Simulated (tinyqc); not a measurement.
Elastic trap-assisted tunnelling through a dielectric: two steps of the calculation.

Emitter at x = 0 (Fermi level 0), collector at x = t (Fermi level -V), band edge U(x) = phi - F x, F = V/t. A trap at x has the energy E = U(x) - Et. With G(u) = (4/(3 F)) sqrt(mo/C) max(u, 0)^1.5, C = hbar^2/(2 m0): S1 = G(phi - E) - G(Et), S2 = G(Et) - G(phi - V - E), T1,2 = exp(-S1,2). The steady rate through one trap is nu T1 T2 (f1 - f2)/(T1 + T2), f1 = f(E), f2 = f(E + V), f(y) = 1/(1 + exp(y/Vt)); both contacts offer states at E.

Inputs (values chosen for the exercise); dielectric values close to those of hafnium oxide: temperature T = 300 K; barrier above the emitter Fermi level phi = 1.51 eV; tunnelling mass mo = 0.2 m0; thickness t = 3.8 nm; trap depth below the band edge of the dielectric Et = 1.37 eV; trap density Nt = 4.9e18 cm^-3; attempt frequency nu = 1e14 1/s; points of the grid n = 13; voltage V = 1.07 V; left end of the grid xa = 0.55 nm; right end of the grid xb = 2.78 nm.

Constants: q = 1.602176634e-19 C, kB = 1.380649e-23 J/K, hbar = 1.054571817e-34 J s, m0 = 9.1093837015e-31 kg, Vt = kB T/q, hbar^2/(2 m0) = 0.0380998212 eV nm^2. Results are converted to the units shown.

Question 1. Rate through a trap near the best position. n equally spaced x from xa to xb, where nearly all of the current flows; J = q Nt times the integral of the rate, by Simpson's rule.

Wanted: x; E; S1; S2; f1 - f2; rate; J.

Answer 1.

```
point	x (nm)	E (eV)	S1	S2	f1 - f2	rate (1/s)
0	0.550	-0.0149	3.03	14.07	0.6399	4.968e7
1	0.736	-0.0672	4.09	13.48	0.9308	1.304e8
2	0.922	-0.1195	5.17	12.86	0.9903	2.583e8
3	1.107	-0.1718	6.27	12.20	0.9987	4.987e8
4	1.293	-0.2242	7.38	11.52	0.9998	9.729e8
5	1.479	-0.2765	8.51	10.82	1.000	1.824e9
6	1.665	-0.3288	9.66	10.08	1.000	2.529e9
7	1.851	-0.3812	10.82	9.32	1.000	1.636e9
8	2.037	-0.4335	12.00	8.54	1.000	5.972e8
9	2.223	-0.4858	13.19	7.73	1.000	1.857e8
10	2.408	-0.5381	14.40	6.90	1.000	5.553e7
11	2.594	-0.5905	15.63	6.05	1.000	1.630e7
12	2.780	-0.6428	16.87	5.17	1.000	4.708e6
```

J = 126.7 A/cm^2

Question 2. The best-placed trap against direct tunnelling. At x = xs: E, S1, S2 and the occupation (T1 f1 + T2 f2)/(T1 + T2). Direct tunnelling at E = 0 has S = (4/(3 F)) sqrt(mo/C) [phi^1.5 - max(phi - V, 0)^1.5].

xs = 1.66 nm

Find: E; S1; S2; occupation; S of direct tunnelling.

Answer 2.

E = -0.3274 eV
S1 = 9.624
S2 = 10.10
occupation = 0.6175
S of direct tunnelling = 16.96

Range of the model: Phonon-assisted (inelastic) capture, chains of traps and a spread of trap depths are left out.

Program tinyqc, `OMP_NUM_THREADS=1 python tinyqc.py 2370067 2370068 out.jsonl`; Intel Xeon 2.30GHz, shared host, one thread, about 0.04 s.
